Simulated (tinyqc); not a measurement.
Inside a calculation. Model: free and trapped electrons in a MOS channel with a dense trap tail.

tinyqc, about 0.02 s, one thread, Intel Xeon 2.30GHz (shared host): `OMP_NUM_THREADS=1 python tinyqc.py 2222134 2222135 out.jsonl` Printed values are rounded.

p-type body, charge-sheet picture, full ionisation (an idealisation for deep acceptors), Boltzmann statistics for free electrons. e = Ec - EF at the surface. Acceptor-like traps of density D(E) = D0 + De exp(-E/Ew) at depth E below Ec, from 0 to Eu, hold n_t = integral of D(E)/(1 + exp((e - E)/Vt)). psi = Eg - Vt ln(Nv/Na) - e; N_dep = sqrt(2 eps0 eps_r Na (psi - Vt)/q); n_f = sqrt(N_dep^2 + 2 eps0 eps_r Vt Nc exp(-e/Vt)/q) - N_dep; Vg = Vfb + psi + q (N_dep + n_t + n_f)/Cox, Cox = eps0 eox/tox.

Parameters, values chosen for the exercise; band and dielectric values close to those of 4H silicon carbide: temperature T = 250 K; band gap Eg = 3.3 eV; relative permittivity eps_r = 9.85; conduction-band density of states at T Nc = 1.29e19 cm^-3; valence-band density of states at T Nv = 1.9e19 cm^-3; relative permittivity of the insulator eox = 3.9; insulator thickness tox = 67 nm; acceptor density Na = 2.9e16 cm^-3; flat-band voltage without trapped charge Vfb = -2.81 V; constant background density of acceptor-like traps D0 = 1.3e11 cm^-2 eV^-1; density of the tail at the conduction edge De = 5.4e13 cm^-2 eV^-1; decay energy of the tail Ew = 0.14 eV; depth below Ec down to which the traps reach Eu = 0.87 eV; mobility of free electrons mf = 200 cm^2/(V s); Ec - EF at the surface e = 0.042 eV.

Constants: q = 1.602176634e-19 C, kB = 1.380649e-23 J/K, Vt = kB T/q, eps0 = 8.8541878128e-14 F/cm where lengths are in cm. Results are converted to the units shown.

Range of the model: EF lies less than 2 Vt below the band edge, or above it, where degeneracy and confinement, left out, matter.

## Trapped charge

Trapezoid rule on 14 equal steps from 0 to Eu, f = 1/(1 + exp((e - E)/Vt)).

```
point     E (eV)  D(E) f (cm^-2 eV^-1)
0              0            6.74468e12
1      0.0621429            2.49703e13
2       0.124286            2.18754e13
3       0.186429            1.43709e13
4       0.248571            9.27680e12
5       0.310714            5.99846e12
6       0.372857            3.89489e12
7          0.435            2.54534e12
8       0.497143            1.67955e12
9       0.559286            1.12410e12
10      0.621429            7.67761e11
11      0.683571            5.39152e11
12      0.745714            3.92489e11
13      0.807857            2.98398e11
14          0.87            2.38035e11
```

n_t = 5.66897e12 cm^-2

With 1600 steps n_t = 5.733e12 cm^-2; the coarse value is 1.1 % below it.

## Charges and gate voltage

psi, N_dep, n_f and Vg as defined, with the n_t given; free share n_f/(n_f + n_t); apparent mobility mf n_f/(n_f + n_t); gate voltage spent on traps q n_t/Cox.

psi = 3.11829 V
N_dep = 9.88791e11 cm^-2
n_f = 1.97951e11 cm^-2
Vg = 21.6203 V
free share = 3.37403 %
apparent mobility = 6.74805 cm^2/(V s)
gate voltage spent on traps = 17.6228 V
